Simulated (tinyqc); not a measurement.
Inside a calculation. Model: threshold of a short bulk MOSFET: charge sharing, barrier lowering, narrow width.

tinyqc, about 0.01 s, one thread, Intel Xeon 2.30GHz (shared host): `OMP_NUM_THREADS=1 python tinyqc.py 2002099 2002100 out.jsonl` Printed values are rounded.

n-channel device on a p-type body, depletion approximation, full ionisation. Uniform doping N = Na. Vbi from Boltzmann statistics is rough for the degenerate source. Cox = eps0 eox/tox.

Values chosen for this exercise; band and dielectric values close to those of silicon: temperature T = 300 K; band gap Eg = 1.13 eV; relative permittivity eps_r = 11.5; conduction-band density of states at T Nc = 2.77e19 cm^-3; valence-band density of states at T Nv = 2.64e19 cm^-3; relative permittivity of the gate insulator (close to silicon dioxide) eox = 3.9; insulator thickness tox = 2.1 nm; channel doping Na = 5.8e16 cm^-3; source and drain doping Nsd = 1e20 cm^-3; flat-band voltage for the doping Na Vfb = -0.87 V; junction depth xj = 27 nm; body-source voltage Vbs = 0 V; drain-source voltage Vds = 1.2 V; gate width W = 530 nm; shape factor of the fringing depletion at the width edges xw = 0.7854; channel length L = 290 nm.

Constants: q = 1.602176634e-19 C, kB = 1.380649e-23 J/K, Vt = kB T/q, eps0 = 8.8541878128e-14 F/cm where lengths are in cm. Results are converted to the units shown.

## Long-channel threshold and scales

ni = sqrt(Nc Nv) exp(-Eg/(2 Vt)), Eg in volts; 2 pB = 2 Vt ln(N/ni); flat band Vfb - Vt ln(N/Na); Wd = sqrt(2 eps0 eps_r (2 pB - Vbs)/(q N)); body term q N Wd/Cox; long-channel VT0 = flat band + 2 pB + body term; Vbi = Vt ln(N Nsd/ni^2); scale length l = sqrt((eps_r/eox) tox Wd).

N = 5.8e16 cm^-3
2 pB = 0.812294 V
flat band = -0.87 V
Wd = 133.421 nm
body term = 0.0753998 V
VT0 = 0.0176937 V
Vbi = 1.00496 V
l = 28.7435 nm

## Short-channel and narrow-width shifts

Charge sharing (trapezoid; it ignores Vds): F = (xj/L)(sqrt(1 + 2 Wd/xj) - 1), lowering = body term times F. Barrier lowering: th = exp(-L/(2 l)) + 2 exp(-L/l), lowering = th [2 (Vbi - 2 pB) + Vds], DIBL = th. Narrow width: rise = body term times xw Wd/W. VT by each model = VT0 - lowering + rise.

F = 0.214040
lowering by charge sharing = 16.1386 mV
th = 0.00652692
lowering of the barrier = 10.3473 mV
DIBL = 6.52692 mV/V
narrow-width rise = 14.9077 mV
VT, charge sharing = 0.0164628 V
VT, barrier lowering = 0.0222541 V

L is 10.1 scale lengths. The charge-sharing lowering is 56 % above the barrier lowering; the first falls off as 1/L and the second exponentially. Both describe the same loss of gate control, so they are alternatives and are not added.
